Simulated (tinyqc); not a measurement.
MOS inversion layer, Poisson-Schroedinger loop: two steps of the calculation.

Electrons confined at an insulator interface at z = 0, treated as a hard wall; parabolic valleys, Hartree approximation, no image or exchange terms. The depletion charge lies far deeper than the electrons and gives a uniform field q Nd/(eps0 eps_r); the gate balances all charge. Energies are counted from the band edge at the interface.

Inputs (values chosen for the exercise); masses and permittivity close to those of silicon (111): relative permittivity eps_r = 11.6; mass along z of valley set A (6 valley(s)) mz1 = 0.258 m0; sheet density of electrons Ns = 5.7e12 cm^-2; sheet density of depletion charge Nd = 1.8e11 cm^-2; mixing factor a = 0.5.

Constants: q = 1.602176634e-19 C, hbar = 1.054571817e-34 J s, m0 = 9.1093837015e-31 kg, eps0 = 8.8541878128e-14 F/cm where lengths are in cm, hbar^2/(2 m0) = 0.0380998212 eV nm^2. Results are converted to the units shown.

Question 1. Density, output potential and mixing. n_i = sum_k N_k |psi_k|^2 (converted to cm^-3). Hartree part by Gauss: on the interval before node i the electrons still beyond are S_i = Ns - hz sum_(j<i) n_j, and U_i = U_(i-1) + q S_i hz/(eps0 eps_r) in eV, U_0 = 0 at the interface. Mixing: U(new) = U + a (U(out) - U).

```
node  z (nm)  self-consistent potential U at the start (eV)  |psi|^2 of A1 (1/nm)  |psi|^2 of A2 (1/nm)
1       0.78                                              0            0.01171370            0.01724768
2       1.56                                              0            0.04261524            0.05700269
3       2.34                                              0            0.08258747            0.09294214
4       3.12                                              0            0.12033460            0.10302661
5        3.9                                              0            0.14719755            0.08256788
6       4.68                                              0            0.15899618            0.04484870
7       5.46                                              0            0.15592855            0.01149292
8       6.24                                              0            0.14123611            0.00012271
9       7.02                                              0            0.11949199            0.01639507
10       7.8                                              0            0.09515475            0.05333405
11      8.58                                              0            0.07168706            0.09644245
12      9.36                                              0            0.05124582            0.13078935
13     10.14                                              0            0.03478465            0.14653743
14     10.92                                              0            0.02236704            0.14116284
15      11.7                                              0            0.01352471            0.11854526
16     12.48                                              0            0.00756101            0.08626287
17     13.26                                              0            0.00376100            0.05261993
18     14.04                                              0            0.00151111            0.02447104
19     14.82                                              0            0.00035273            0.00623966
```

N_k (cm^-2): A1 5.3787764e12, A2 3.2122360e11

Wanted: n; U(out); U after round 1.

Answer 1.

```
node  n (1e18 cm^-3)  U(out) (eV)  U after round 1 (eV)
1             0.6855      0.06935               0.03468
2             2.4753      0.13806               0.06903
3             4.7407      0.20441               0.10221
4             6.8035      0.26627               0.13313
5             8.1827      0.32167               0.16083
6             8.6961      0.36930               0.18465
7             8.4240      0.40868               0.20434
8             7.5972      0.44006               0.22003
9             6.4799      0.46424               0.23212
10            5.2895      0.48226               0.24113
11            4.1657      0.49527               0.24763
12            3.1765      0.50432               0.25216
13            2.3417      0.51035               0.25518
14            1.6565      0.51417               0.25708
15            1.1083      0.51641               0.25821
16            0.6838      0.51760               0.25880
17            0.3713      0.51814               0.25907
18            0.1599      0.51833               0.25917
19            0.0390      0.51837               0.25918
```

Question 2. Closed-form estimates. Triangular well: E_k = a_k (C F^2/mz)^(1/3), a_1 = 2.338107, a_2 = 4.087949, C = hbar^2/(2 m0), F in eV/nm. Fang-Howard (all electrons in the lowest level of set A): b^3 = 6 (mz1/C) q (Nd + 11 Ns/32)/(eps0 eps_r), centroid 3/b, level C b^2/(4 mz1) + (3/b) q (Nd + 11 Ns/16)/(eps0 eps_r). Use F = q (Nd + Ns)/(eps0 eps_r), the surface field, and F = q (Nd + Ns/2)/(eps0 eps_r).

Give: A1 with the surface field; A1 with Nd + Ns/2; A2 with Nd + Ns/2; b; Fang-Howard centroid; Fang-Howard level.

Answer 2.

A1 with the surface field = 0.25135 eV
A1 with Nd + Ns/2 = 0.16156 eV
A2 with Nd + Ns/2 = 0.28247 eV
b = 1.1068 1/nm
Fang-Howard centroid = 2.7105 nm
Fang-Howard level = 0.21853 eV

Program tinyqc, `OMP_NUM_THREADS=1 python tinyqc.py 2160145 2160146 out.jsonl`; Intel Xeon 2.30GHz, shared host, one thread, about 0.8 s.
